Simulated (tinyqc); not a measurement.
# Small-signal admittance of a forward-biased p+-n diode: two studies

Holes injected into a neutral base of width wb with an ohmic contact at its end; low injection, p0 far above the equilibrium density. A small voltage v exp(i w t), w = 2 pi f, modulates the edge density by p0 v/Vt, and the small-signal density obeys Dp d2p/dx2 = (1/tau + i w) p.

Inputs (values chosen for the exercise); permittivity close to that of germanium:

| symbol | value | unit | meaning |
|---|---|---|---|
| T | 350 | K | temperature |
| eps_r | 16 |  | relative permittivity |
| Nd | 5.7e16 | cm^-3 | donor density of the base |
| Dp | 23 | cm^2/s | hole diffusion coefficient |
| tau | 3e-8 | s | hole lifetime |
| wb | 13 | um | width of the neutral base |
| p0 | 4.3e13 | cm^-3 | excess hole density at the junction edge |
| Na | 2e19 | cm^-3 | acceptor density of the p+ side |
| Rs | 0.0057 | ohm cm^2 | series resistance |
| f | 2.6e6 | Hz | signal frequency |

Constants: q = 1.602176634e-19 C, kB = 1.380649e-23 J/K, Vt = kB T/q, eps0 = 8.8541878128e-14 F/cm where lengths are in cm. Results are converted to the units shown.

Each table varies one quantity; the others keep the values above.

## Admittance against frequency

L = sqrt(Dp tau); direct current J = (q Dp p0/L) coth(wb/L); k = sqrt(1 + i w tau)/L; diffusion admittance Y = (q Dp p0/Vt) k coth(k wb) = G + i w C_diff; junction capacitance C_j = sqrt(q eps0 eps_r Nd/(2 Vr)) in the depletion approximation, with the remaining barrier Vr = Vt ln(Na/p0), a rough value under forward bias; base-width modulation is left out. Measured admittance 1/[Rs + 1/(Y + i w C_j)].

The same in every row: C_j (uF/cm^2) = 0.1282.

Admittance against frequency:
```
f (Hz)     w tau  G (S/cm^2)  C_diff (uF/cm^2)  measured G (S/cm^2)  measured C (uF/cm^2)  phase of the measured Y (degrees)
20000   0.003770       6.903           0.07515                6.642                0.1882                             0.2041
70000    0.01319       6.903           0.07515                6.642                0.1882                             0.7142
3e5      0.05655       6.904           0.07515                6.643                0.1882                              3.057
1e6       0.1885       6.913           0.07510                6.660                0.1882                              10.07
5e6       0.9425       7.154           0.07380                7.077                0.1863                              39.58
2e7        3.770       9.715           0.06056                11.89                0.1667                              60.43
9e7        16.96       18.97           0.03162                45.25                0.1070                              53.21
4e8        75.40       39.09           0.01535                138.0               0.02508                              24.55
2e9        377.0       86.95          0.006901                172.7              0.001409                              5.854
```

Read the table: what changes, and by how much?

G starts at J/Vt = 6.90 S/cm^2 and C_diff at (J tau/(2 Vt))(1 - 2 x/sinh 2x) = 0.0752 uF/cm^2, x = wb/L = 1.57. Between the last two rows G goes as f^(0.50) and C_diff as f^(-0.50); the limits are 1/2 and -1/2, reached when the signal penetrates only sqrt(Dp/w). The measured C is 7.4 % below C_diff + C_j in the first row and 99 % below it in the last, the difference being due to Rs.

## Effect of the hole lifetime

Same model as above.

The same in every row: C_j (uF/cm^2) = 0.1282.

Result of one run:
```
tau (s)  w tau  G (S/cm^2)  C_diff (uF/cm^2)  measured G (S/cm^2)  measured C (uF/cm^2)  phase of the measured Y (degrees)
1e-7     1.634       5.090           0.08954                5.013                0.2056                              33.82
```

What becomes of these results when the hole lifetime tau is changed from 1e-7 to 3e-8 s, all else the same?

Result of the changed run:
```
tau (s)   w tau  G (S/cm^2)  C_diff (uF/cm^2)  measured G (S/cm^2)  measured C (uF/cm^2)  phase of the measured Y (degrees)
3e-8     0.4901       6.972           0.07478                6.762                0.1877                              24.39
```

The whole series:
```
tau (s)     w tau  G (S/cm^2)  C_diff (uF/cm^2)  measured G (S/cm^2)  measured C (uF/cm^2)  phase of the measured Y (degrees)
3e-10    0.004901       63.25          0.009487                46.50               0.07438                              1.497
1e-9      0.01634       34.64           0.01732                28.95                0.1015                              3.277
6e-9      0.09802       14.18           0.04192                13.16                0.1456                              10.25
3e-8       0.4901       6.972           0.07478                6.762                0.1877                              24.39
1e-7        1.634       5.090           0.08954                5.013                0.2056                              33.82
6e-7        9.802       4.328           0.09654                4.295                0.2140                              39.14
3e-6        49.01       4.201           0.09778                4.175                0.2154                              40.13
```

As tau goes from 3e-10 to 3e-6, G falls from 63.2 to 4.20 S/cm^2, C_diff rises from 0.00949 to 0.0978 uF/cm^2 and the measured C rises from 0.0744 to 0.215 uF/cm^2. C_diff stays below C_j.

Numbers from tinyqc (`OMP_NUM_THREADS=1 python tinyqc.py 2890195 2890196 out.jsonl`; about 0.01 s on one thread of a shared Intel Xeon 2.30GHz).
